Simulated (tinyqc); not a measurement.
Inside a calculation: temperature and isotope dependence of a band gap in oscillator models. Values are carried at full precision from step to step, so a last printed digit may differ when a step is redone from the rounded ones.

E(T) = E0 - sum_i sl_i th_i n_i(T), n = 1/(exp(th/T) - 1). The same coupling lowers the gap at 0 K by the zero-point term ZP = sum_i sl_i th_i/2, so the gap of the static lattice is E0 + ZP. Thermal expansion is taken as part of the slopes.

Inputs chosen for the exercise (near those of diamond; not measured data):
- E0 = 5.506 eV (gap at 0 K)
- th = (469, 1801) K (temperatures of two oscillators)
- sl = (0.228, 0.342) meV/K (their high-temperature slopes)
- T = 300 K (temperature)
- M = 12.02 u (mean atomic mass)
- dM = 1.27 u (change of the mean mass (not bounded by the natural isotopes))
- T12 = (980, 1900) K (temperatures of the fits)

## The gap at T

Give the occupations, the two terms, the gap, ZP and the static gap.

n_i: 0.26492  0.00248

terms (meV): 28.329  1.525

E(T) = 5.4761 eV
ZP = 361.44 meV
static gap = 5.8674 eV

The thermal fall, 29.9 meV, is smaller than the zero-point term, 361.4 meV; the soft oscillator supplies 95 % of the fall but 15 % of ZP. A calculation with clamped ions should be compared with the static gap.

## Slope and asymptote

dE/dT = -sum sl_i (th_i/T)^2 n_i (1 + n_i). At high T, n -> T/th - 1/2, so E -> E0 + ZP - (sum sl_i) T. Give the slope, its ratio to the limit, and the value at 0 K of the tangent drawn at T.

dE/dT = -0.2173 meV/K
ratio to the limiting slope = 0.3813
intercept of the tangent = 5.5413 eV
intercept - E0 = 35.35 meV

The tangent recovers 10 % of ZP: the extrapolation works only from T well above the higher oscillator (1801 K).

## Isotope effect

With M -> M + dM the oscillator temperatures scale as M^(-1/2) and the slopes stay. Give th, ZP, E0 (static gap fixed) and E(T) for the new mass, and the linear rule dE0 = ZP dM/(2 M).

th (K): 446.03  1712.79

ZP = 343.734 meV
shift of E0 = 17.703 meV
linear rule = 19.094 meV
shift of E(T) = 15.897 meV

The heavier crystal has the wider gap. At 300 K 90 % of the shift at 0 K is left; it fades at high T, where the motion is classical and the mean-square amplitude no longer depends on mass.

## Two common fits

Two-parameter forms are made to pass through the falls at the two temperatures T12: Varshni aV T^2/(T + bV), from the line T^2/fall = (T + bV)/aV; one oscillator s1 t1/(exp(t1/T) - 1), with t1 from the ratio of the falls.

Give the falls and the parameters.

falls (meV): 290.8246  771.7010

aV = 0.6688 meV/K
bV = 1229 K
t1 = 1112.8 K
s1 = 0.5522 meV/K
ZP of the one-oscillator fit = 307.2 meV

The limiting slope of the model is 0.5700 meV/K; Varshni puts it +17 % off and one oscillator -3 %. The ZP of the fit differs from the true one by -54.2 meV.

## Checks

- Slope by finite differences against the formula (meV/K): both 0.21733.
- Fall at 20 times the higher oscillator temperature against the asymptote (meV): 20173 against 20170.

(tinyqc, `OMP_NUM_THREADS=1 python tinyqc.py 1851210 1851211 out.jsonl`, Intel(R) Xeon(R) Processor @ 2.30GHz, 1 thread, shared host, about 0.01 s.)
